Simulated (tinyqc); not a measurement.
Worked calculation: coherent transport through a tight-binding region between two chains. One step of it, computed by the program tinyqc.

Question. Transmission at E = -0.56 eV. Surface Green function g = (E - i sqrt(4 t^2 - E^2)) / (2 t^2); self-energy tc^2 g on each contact site; G = (E - H - Sigma)^(-1); Gamma = -2 Im Sigma; T = Gamma_L Gamma_R |G_LR|^2; local density of states -Im G_ii / pi.

H of the central region (eV), lower triangle:
```
,1,2,3,4
1,0.000000
2,-2.430000,0.000000
3,0.000000,-2.430000,0.000000
4,-2.430000,0.000000,-2.430000,0.000000
```

Leads: semi-infinite chains with site energy 0:
```
parameter,value
lead hopping t (eV),2.780000
coupling to the left lead (eV),0.570000
coupling to the right lead (eV),1.030000
left contact site,1
right contact site,4
```

E = -0.560000 eV

Give: g; G; local density of states; transmission.

Answer.

g = -0.0362-0.3579i 1/eV

G (1/eV), lower triangle:
```
,1,2,3,4
1,-0.8789-0.0949i
2,0.1158-0.0226i,-0.8114-0.2988i
3,0.9056+0.0896i,0.1087-0.0462i,-0.8805-0.1003i
4,0.0929+0.0433i,0.8364+0.2881i,0.0999+0.0231i,-0.8134-0.2828i
```

local density of states (1/eV): 0.0302  0.0951  0.0319  0.0900

transmission = 0.0019
